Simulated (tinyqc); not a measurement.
# Depth and level of a trap from the time ratio

Question. For an oxide trap tc/te = exp(E/Vt) with E = E0 - dpsi - (xt/tox)(Vg - VT - dpsi), dpsi being the rise of the surface potential above its value at threshold. Find xt and E0, and the depth that would be read if dpsi were ignored.

Inputs (values chosen for the exercise):
- T = 250 K (temperature)
- tox = 3.3 nm (insulator thickness)

Constants: q = 1.602176634e-19 C, kB = 1.380649e-23 J/K, Vt = kB T/q. Results are converted to the units shown.

Vg - VT (V): [0.57, 0.72]
tc/te: [3.2932017, 0.098681847]
dpsi (V): [0.073686517, 0.079200604]

Answer. E + dpsi is a straight line in the oxide voltage Vg - VT - dpsi with slope -xt/tox and intercept E0. Ignoring dpsi assigns the motion of the bands to the trap and overstates its depth.

xt = 1.600 nm
E0 = 0.3400 eV
depth read without dpsi = 1.662 nm

Numbers from tinyqc (`OMP_NUM_THREADS=1 python tinyqc.py 2710090 2710091 out.jsonl`; about 0.01 s on one thread of a shared Intel Xeon 2.30GHz).
